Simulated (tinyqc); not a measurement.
Shallow acceptor in the spherical model (Baldereschi-Lipari), strong spin-orbit limit: one step, computed by the program tinyqc.

The 1S(3/2) state has an s envelope f(r) and a d envelope g(r). In effective units they obey -(f'' + 2f'/r + 2f/r) + mu (g'' + 5g'/r + 3g/r^2) = E f and -(g'' + 2g'/r - 6g/r^2 + 2g/r) + mu (f'' - f'/r) = E g. The cubic term, the split-off band and the central cell are left out.

Task: Lowest level in the small basis. H c = E S c with c^T S c = 1 and the largest component positive; the d weight is the part of the norm in g.

H (Ry*):
```
            f1          f2          f3        g1        g2        g3
f1       -0.99  -0.7938367  -0.4551445  1.576113  2.068781  2.134888
f2  -0.7938367     -0.0396    1.331322  2.924828  5.106607  6.702850
f3  -0.4551445    1.331322    5.574096  4.116441  9.476444  16.54541
g1    1.576113    2.924828    4.116441  1.723333  3.071425  3.900357
g2    2.068781    5.106607    9.476444  3.071425    7.1676  11.74377
g3    2.134888    6.702850    16.54541  3.900357  11.74377  26.07422
```

S:
```
          f1        f2        f3        g1        g2        g3
f1  1.000000  0.880085  0.612082  0.000000  0.000000  0.000000
f2  0.880085  1.000000  0.880085  0.000000  0.000000  0.000000
f3  0.612082  0.880085  1.000000  0.000000  0.000000  0.000000
g1  0.000000  0.000000  0.000000  1.000000  0.808241  0.441248
g2  0.000000  0.000000  0.000000  0.808241  1.000000  0.808241
g3  0.000000  0.000000  0.000000  0.441248  0.808241  1.000000
```

Give: E; coefficients; d weight.

Result:

E = -4.364 Ry*

coefficients: f1 0.534, f2 -1.305, f3 1.558, g1 0.084, g2 -0.103, g3 -0.562

d weight = 0.3708
